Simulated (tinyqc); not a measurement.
Gate sheet resistance from two finger widths.

Inverse problem. At low frequency R = Rsh Wf/(3 L) + B/Wf, where B collects the channel and vertical terms. Find Rsh, B and the width of lowest R.

Parameters, values chosen for the exercise:

| symbol | value | unit | meaning |
|---|---|---|---|
| L | 0.8 | um | channel length |

input resistance of single fingers, contacted at one end, of width 2 and 8.4 um (ohm): 212.5  159.54762

Solution. R Wf is a straight line in Wf^2; the minimum of R lies where both terms are equal.

Rsh = 33.0 ohm/square
B = 370 ohm um
width of lowest R = 5.19 um

Program tinyqc, `OMP_NUM_THREADS=1 python tinyqc.py 2262012 2262013 out.jsonl`; Intel Xeon 2.30GHz, shared host, one thread, about 0.01 s.
